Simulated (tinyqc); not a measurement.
Interstitial-substitutional diffusion of a fast metal impurity in a wafer (kick-out and dissociative mechanisms): one step, computed by the program tinyqc. Command: `OMP_NUM_THREADS=1 python tinyqc.py 3013125 3013126 out.jsonl kickout walk`. One thread of a shared host (Intel(R) Xeon(R) Processor @ 2.30GHz), about 0.3 s of CPU time with the checks.

The metal moves as an interstitial A_i and dissolves on lattice sites either by kicking out a self-interstitial (A_i = A_s + I) or by filling a vacancy (A_i + V = A_s). With A_i at its solubility, local equilibrium and c = C_s/C_s*, self-interstitials and vacancies obey C_I/C_I* = 1/c and C_V/C_V* = c.

Problem. Diffusivity against concentration. In defect-free silicon dc/dt = d/dx [(D_K/c^2 + D_F) dc/dx], c = 1 at both faces. D_K = D_I C_I*/C_s* and D_F = D_V C_V*/C_s*. The two terms are equal at c* = sqrt(D_K/D_F). Take c = 1, 0.5, 0.2, 0.1, 0.03 and 0.01.

Inputs (values chosen for the exercise, loosely like those of gold in silicon): temperature T = 950 C.

D_K = 8.691949e-11 cm^2/s

D_F = 1.683397e-10 cm^2/s

Give: c*; Effective diffusivity (cm^2/s).

Solution.

c* = 0.7186

Effective diffusivity (cm^2/s):

| c | kick-out term | total |
|---|---|---|
| 1.00 | 8.692e-11 | 2.553e-10 |
| 0.50 | 3.477e-10 | 5.160e-10 |
| 0.20 | 2.173e-09 | 2.341e-09 |
| 0.10 | 8.692e-09 | 8.860e-09 |
| 0.03 | 9.658e-08 | 9.675e-08 |
| 0.01 | 8.692e-07 | 8.694e-07 |
